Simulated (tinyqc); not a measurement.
Worked calculation: lattice vibrations of a chain. One step of it, computed by the program tinyqc.

Question. Frequencies. omega^2 are the eigenvalues; wavenumber = 521.4708 sqrt(eigenvalue) 1/cm.

D(q) (eV/(angstrom^2 u)):
```
[[0.424731, -0.630285, 0.000000, -0.209746+0.152389i],
 [-0.630285, 5.032967, -1.053391, 0.000000],
 [0.000000, -1.053391, 0.532710, -0.257607],
 [-0.209746-0.152389i, 0.000000, -0.257607, 0.679654]]
```

Give: eigenvalues; wavenumbers; weights |e|^2 of the mass-weighted modes.

Answer.

eigenvalues: [0.008, 0.441, 0.875, 5.346]

wavenumbers (1/cm): [47.2, 346.4, 487.8, 1205.7]

weights |e|^2 of the mass-weighted modes, order atom 1, atom 2, atom 3, atom 4:
```
[[0.345, 0.509, 0.130, 0.016],
 [0.042, 0.006, 0.014, 0.939],
 [0.400, 0.458, 0.097, 0.045],
 [0.213, 0.027, 0.759, 0.000]]
```
